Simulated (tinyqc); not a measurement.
# Floating body of a partially depleted SOI transistor: body voltage and kink: two studies

Source at 0 V. Channel current Ic = 2 nf K Vt^2 [F(0) - F(Vd)](1 + la Vd), F(V) = ln^2(1 + exp((Vg - VT - nf V)/(2 nf Vt))), VT = VT0 - gb Vb. Saturation voltage Vs = 2 Vt sqrt(F(0)) + 3 Vt, excess Ve = (Vd - Vs + sqrt((Vd - Vs)^2 + 0.0004 V^2))/2, multiplication M1 = Ai Ve exp(-Bl/Ve). Each junction passes D(v) = J1 (exp(v/Vt) - 1) + J2 (exp(v/(2 Vt)) - 1). Bipolar current Ib = bb J1 (exp(Vb/Vt) - 1). The body settles where M1 (Ic + Ib) = D(Vb) + D(Vb - Vd) + Vb/Rb; drain current Id = (1 + M1)(Ic + Ib) - D(Vb - Vd).

Values chosen for this exercise; values of the order met in partially depleted silicon-on-insulator transistors:
```
symbol   value         unit                                                                                            meaning
T          398            K                                                                                        temperature
VT0       0.44            V                                                                     threshold at zero body voltage
gb        0.14                                                                  fall of the threshold per volt of body voltage
nf        1.22                                                                                                    slope factor
K          140  uA/(V^2 um)                                                                              gain factor per width
la        0.06          1/V                                                                   channel-length modulation factor
Ai        2.38          1/V                                                                        impact-ionisation prefactor
Bl         8.2            V                                                                          impact-ionisation voltage
J1      5.4e-9        uA/um                                                      diffusion saturation current of each junction
J2      3.4e-6        uA/um                                                  recombination saturation current of each junction
bb           3                                                 gain of the lateral bipolar transistor on the diffusion current
Rb         1e9      kohm um  resistance of a weak body tie to the source (1e9 stands for no tie, and the term is then dropped)
Vg        0.78            V                                                                                       gate voltage
Vd         1.1            V                                                                                      drain voltage
```

Constants: q = 1.602176634e-19 C, kB = 1.380649e-23 J/K, Vt = kB T/q. Results are converted to the units shown.

Each table varies one quantity; the others keep the values above.

## Output curve and kink

Rows with more than one solution for Vb (latch) are left out; dId/dVd by a forward difference over 1e-4 V, swing = 1e-4 V over the change of log10 Id; M1 under 1e-12 is printed as 0.

Output curve and kink:
```
Vd (V)  Vb (V)        M1  Id, floating (uA/um)  Id, grounded (uA/um)  ratio  dId/dVd, floating (uS/um)  dId/dVd, grounded (uS/um)
1       0.1239  1.801e-6                 7.817                 7.090  1.103                      6.572                     0.4017
1.2     0.3268  5.074e-5                 9.193                 7.171  1.282                      5.924                     0.4096
1.4     0.4475  4.760e-4                 10.13                 7.256  1.396                      3.744                     0.4510
1.6     0.5166  0.002329                 10.80                 7.356  1.469                      3.208                     0.5630
1.8     0.5633  0.007528                 11.49                 7.488  1.534                      3.827                     0.7731
2       0.5986   0.01855                 12.41                 7.672  1.618                      5.617                      1.091
2.2     0.6273   0.03794                 13.84                 7.931  1.746                      9.067                      1.511
```

What does the comparison show?

Vb rises from 0.124 to 0.627 V and the ratio of the currents rises from 1.10 to 1.75. The output conductance with a floating body exceeds the grounded value by the largest factor among the rows, 16.4, at Vd = 1 V, where Vb = 0.124 V and M1 = 1.80e-6.

## Transfer curve and swing

Same model as above.

Transfer curve and swing:
columns A: Vg (V); B: Vb (V); C: M1; D: Id, floating (uA/um); E: Id, grounded (uA/um); F: ratio; G: swing, floating (mV/decade); H: swing, grounded (mV/decade)
```
A            B         C         D         E      F      G      H
-0.01  0.04751  6.350e-4  1.413e-5  1.251e-5  1.129  127.8  132.6
0.09   0.04816  6.305e-4  1.188e-4  1.017e-4  1.168  99.80  100.4
0.19   0.05469  6.156e-4  0.001243  0.001040  1.195  97.05  99.06
0.29   0.09977  5.677e-4   0.01384   0.01017  1.360  94.21  104.0
0.39    0.2036  4.367e-4    0.1407   0.08236  1.708  111.1  119.0
0.49    0.2744  2.481e-4    0.7866    0.4598  1.711  166.4  154.8
0.59    0.2916  1.068e-4     2.422     1.623  1.492  253.7  218.8
0.69    0.2727  3.664e-5     5.173     3.950  1.310  362.5  307.4
0.79    0.2268  1.005e-5     8.954     7.547  1.186  484.3  410.7
```

What does the comparison show?

Vb goes from 0.0475 through a maximum of 0.292 (at Vg = 0.59 V among the rows listed) to 0.227 V. The smallest swing among the rows is 94.2 mV a decade with a floating body (at Vg = 0.29 V) and 99.1 with a grounded one; Vt ln 10 = 79.0. The floating swing is smaller by more than 3 % for Vg = -0.01, 0.29, 0.39 V, where the rising Vb lowers the threshold as Vg rises. In the first row the floating body raises the current by a factor of 1.13.

Range of the model: The multiplication law is an empirical form chosen for the exercise; self-heating and capacitive coupling to the body are left out, and the linear laws are rough once Vb passes about 0.7 V or M1 about 0.1.

Computed by the program tinyqc: `OMP_NUM_THREADS=1 python tinyqc.py 2182199 2182200 out.jsonl`, one thread of a shared Intel Xeon 2.30GHz, about 0.2 s for the whole run.
